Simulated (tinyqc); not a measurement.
# Worked calculation: undoped symmetric double-gate MOSFET, analytic potential model

tinyqc, about 0.01 s, one thread, Intel Xeon 2.30GHz (shared host): `OMP_NUM_THREADS=1 python tinyqc.py 2440049 2440050 out.jsonl` Printed values are rounded.

An undoped body of thickness ts between two equal insulators and tied gates; long channel, electrons only, n = ni exp((psi - V)/Vt) with V the quasi-Fermi potential (0 at the source, Vd at the drain), constant mobility, no quantisation. Across the body psi(x) = V - 2 Vt ln[(ts/(2 beta)) sqrt(q ni/(2 eps0 eps_r Vt)) cos(2 beta x/ts)], x from the centre. Q is the electron charge per area of the whole body.

Values chosen for this exercise; material values close to those of silicon:
```
symbol    value        unit                                             meaning
T           300           K                                         temperature
Eg         1.11          eV                                            band gap
eps_r      11.7                      relative permittivity of the semiconductor
Nc      2.75e19       cm^-3              conduction-band density of states at T
Nv      2.61e19       cm^-3                 valence-band density of states at T
eox        24.2                     relative permittivity of the gate insulator
tox          10          nm                                 insulator thickness
ts           15          nm                                      body thickness
dphi       0.13           V  gate work function less that of the intrinsic body
mu          380  cm^2/(V s)                                    channel mobility
L           0.1          um                                         gate length
Vg         0.52           V                                        gate voltage
Vd            1           V                                       drain voltage
```

Constants: q = 1.602176634e-19 C, kB = 1.380649e-23 J/K, Vt = kB T/q, eps0 = 8.8541878128e-14 F/cm where lengths are in cm. Results are converted to the units shown.

## Constants of the body

ni = sqrt(Nc Nv) exp(-Eg/(2 Vt)), Eg in volts; r = eps_r tox/(eox ts); V0 = dphi + 2 Vt ln[(2/ts) sqrt(2 eps0 eps_r Vt/(q ni))].

ni = 1.271736e10 cm^-3
r = 0.3223140
V0 = 0.5865456 V

## Iteration 1: beta at the source by Newton steps

beta at the start = 0.8

With V = 0: f = ln(beta) - ln(cos beta) + 2 r beta tan(beta) - (Vg - V0)/(2 Vt); f' = 1/beta + tan(beta) + 2 r [tan(beta) + beta/cos^2(beta)]; beta(new) = beta - f/f'.

f = 1.956284
f' = 4.005800
beta after iteration 1 = 0.3116371

## Iteration 2: beta at the source by Newton steps

As before.

f = 0.2352130
f' = 3.960387
beta after iteration 2 = 0.2522457

## Course of the iteration: beta at the source by Newton steps

Stop when beta changes by less than 1e-11, or after 40 iterations. beta must stay between 0 and pi/2.

Course of the iteration:
```
iteration       beta  |change|
1          0.3116371     0.488
2          0.2522457    0.0594
3          0.2558049   3.56e-3
4          0.2558232   1.83e-5
5          0.2558232  4.72e-10
6          0.2558232         0
```

Converged in 6 iterations. At the end the number of correct digits about doubles with each step.

## Charges and drain current

beta_s = 0.2558232
beta_d = 1.100047e-9

beta (between 0 and pi/2) solves (Vg - V0 - V)/(2 Vt) = ln(beta) - ln(cos beta) + 2 r beta tan(beta). Q = 8 eps0 eps_r Vt beta tan(beta)/ts; I = mu (1/L)(4 eps0 eps_r/ts)(2 Vt)^2 [g(beta_s) - g(beta_d)] per width, g = beta tan(beta) - beta^2/2 + r beta^2 tan^2(beta), with beta_s at V = 0 and beta_d at V = Vd.

Qs = 9.557158 nC/cm^2
Qd = 1.728421e-16 nC/cm^2
g(beta_s) = 0.03563189
g(beta_d) = 6.050513e-19
I = 0.9999403 uA/um

The term r beta^2 tan^2(beta), which gives the square law, makes up 4.05 % of g at the source.

## Potential and electron density across the body at the source

x/ts, point 0 to 6: [0, 0.1, 0.2, 0.3, 0.4, 0.45, 0.5]

psi(x) as above with V = 0 and beta = beta_s; n = ni exp(psi/Vt).

```
point    psi (V)    n (cm^-3)
0      0.3860592  3.889605e16
1      0.3861269  3.899805e16
2      0.3863303  3.930620e16
3      0.3866707  3.982705e16
4      0.3871496  4.057181e16
5      0.3874419  4.103308e16
6      0.3877698  4.155695e16
```

The density at the surface is 1.07 times that at the centre (1/cos^2 beta).
